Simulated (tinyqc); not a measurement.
Quasiparticle equation with a plasmon-pole self-energy for two band edges: one step. Updating the energies in the Green function. Four cases, with inputs chosen for the exercise.

Question. Solve both equations exactly, put the results in place of a and b, and repeat five times; w is kept.

For each edge E = e + X + Sc(E), with the correlation part Sc(E) = A[0]/(E - a + w) + A[1]/(E - b - w); a and b are the valence and conduction energies that enter the Green function (a = ev, b = ec in the one-shot scheme). Z = 1/(1 - dSc/dE), dSc/dE = -A[0]/(E - a + w)^2 - A[1]/(E - b - w)^2.

Give: Cycles (eV).

Case 1.

Values chosen (scales of the order of those of Ge; not measured data):
- ev = 0 eV (mean-field valence top)
- ec = 0.1 eV (mean-field conduction edge)
- w = 13.2 eV (pole energy)
- Av = (31, 12.8) eV^2 (weights of the valence state on the hole and electron poles)
- Ac = (12.8, 35.4) eV^2 (the same for the conduction state)
- Xv = -1.76 eV (exchange minus the mean-field potential, valence)
- Xc = 2.19 eV (the same, conduction)

Answer.

Cycles (eV):
```
cycle       Ev      Ec     gap
1      -0.2985  0.4678  0.7663
2      -0.3222  0.5126  0.8348
3      -0.3233  0.5186  0.8419
4      -0.3231  0.5195  0.8426
5      -0.3230  0.5197  0.8427
```

The update moves the gap by +76 meV from the one-shot value; each cycle shrinks the change to about 0.10 of the one before.

Case 2.

Values chosen (scales of the order of those of Ge; not measured data):
- ev = 0 eV (mean-field valence top)
- ec = 0.1 eV (mean-field conduction edge)
- w = 14.9 eV (pole energy)
- Av = (37.2, 17.8) eV^2 (weights of the valence state on the hole and electron poles)
- Ac = (21.6, 35.5) eV^2 (the same for the conduction state)
- Xv = -1.8 eV (exchange minus the mean-field potential, valence)
- Xc = 1.23 eV (the same, conduction)

Answer.

Cycles (eV):
```
cycle       Ev      Ec     gap
1      -0.3923  0.3287  0.7210
2      -0.4330  0.3299  0.7629
3      -0.4385  0.3272  0.7657
4      -0.4394  0.3264  0.7658
5      -0.4395  0.3263  0.7658
```

The update moves the gap by +45 meV from the one-shot value; each cycle shrinks the change to about 0.06 of the one before.

Case 3.

Values chosen (scales of the order of those of Ge; not measured data):
- ev = 0 eV (mean-field valence top)
- ec = 0.1 eV (mean-field conduction edge)
- w = 13.1 eV (pole energy)
- Av = (20.9, 8.5) eV^2 (weights of the valence state on the hole and electron poles)
- Ac = (11.1, 21.6) eV^2 (the same for the conduction state)
- Xv = -1.24 eV (exchange minus the mean-field potential, valence)
- Xc = 1.26 eV (the same, conduction)

Answer.

Cycles (eV):
```
cycle       Ev      Ec     gap
1      -0.2462  0.4794  0.7256
2      -0.2575  0.5086  0.7661
3      -0.2576  0.5112  0.7688
4      -0.2575  0.5115  0.7689
5      -0.2575  0.5115  0.7690
```

The update moves the gap by +43 meV from the one-shot value; each cycle shrinks the change to about 0.06 of the one before.

Case 4.

Values chosen (scales of the order of those of GaAs; not measured data):
- ev = 0 eV (mean-field valence top)
- ec = 0.52 eV (mean-field conduction edge)
- w = 13.1 eV (pole energy)
- Av = (23.2, 8.5) eV^2 (weights of the valence state on the hole and electron poles)
- Ac = (8.8, 24.5) eV^2 (the same for the conduction state)
- Xv = -1.63 eV (exchange minus the mean-field potential, valence)
- Xc = 1.95 eV (the same, conduction)

Answer.

Cycles (eV):
```
cycle       Ev      Ec     gap
1      -0.4080  1.1274  1.5354
2      -0.4351  1.1896  1.6246
3      -0.4361  1.1962  1.6323
4      -0.4360  1.1970  1.6329
5      -0.4360  1.1971  1.6330
```

The update moves the gap by +98 meV from the one-shot value; each cycle shrinks the change to about 0.09 of the one before.

Computed by tinyqc, one run a case: `OMP_NUM_THREADS=1 python tinyqc.py N N+1 out.jsonl` with N = 1880677, 1880926, 1880939, 1881101; one thread of a shared Intel(R) Xeon(R) Processor @ 2.30GHz, about 0.02 s a run at most.
